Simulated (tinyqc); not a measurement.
Solid solubility of a dopant against its melt (retrograde solidus), clustering and the electrically active fraction: one step, computed by the program tinyqc.

Problem. Active fraction after the anneal. A highly soluble donor (another dopant than that of the solidus) is limited by clustering. Donors N_a are active, and clusters hold m atoms each: N_t = N_a + m C, m C = N* (N_a/N*)^m (n/N*)^m, each atom taking one electron, n = N_a/2 + sqrt(N_a^2/4 + n_i^2), n_i = prefactor x T^1.5 exp(-E_i/(k_B T)), with N*(T) = N*(1273 K) exp[-(E_b/k_B)(1/T - 1/1273)]. Resistivity = 1/(e mu N_a).

Inputs (values chosen for the exercise, of the order of those of aluminium in silicon for the solubility):
```
quantity                                       value            unit
total dopant density N_t                     1.9e+21          1/cm^3
atoms per cluster m                                2               -
cluster scale N* at 1273 K                   1.6e+20          1/cm^3
activation energy E_b of the cluster scale      0.57              eV
anneal temperature T_a                          1000               K
prefactor of n_i                            3.87e+16  1/(cm^3 K^1.5)
energy E_i in n_i                              0.608              eV
mobility mu                                       90      cm^2/(V s)
```

Clustering: clusters that take up free electrons.

Constants: k_B = 8.617333262e-05 eV/K; e = 1.602176634e-19 C.

Give: N*(T_a); active density N_a; active fraction; resistivity.

Solution.

N*(T_a) = 3.8731e+19 1/cm^3

active density N_a = 1.0111e+20 1/cm^3

active fraction = 0.053213

resistivity = 0.68592 milliohm cm

Doubling the dose would raise N_a by only 20 %. Caution: this clustering law is a generic form; degeneracy and a doping-dependent mobility are left out.
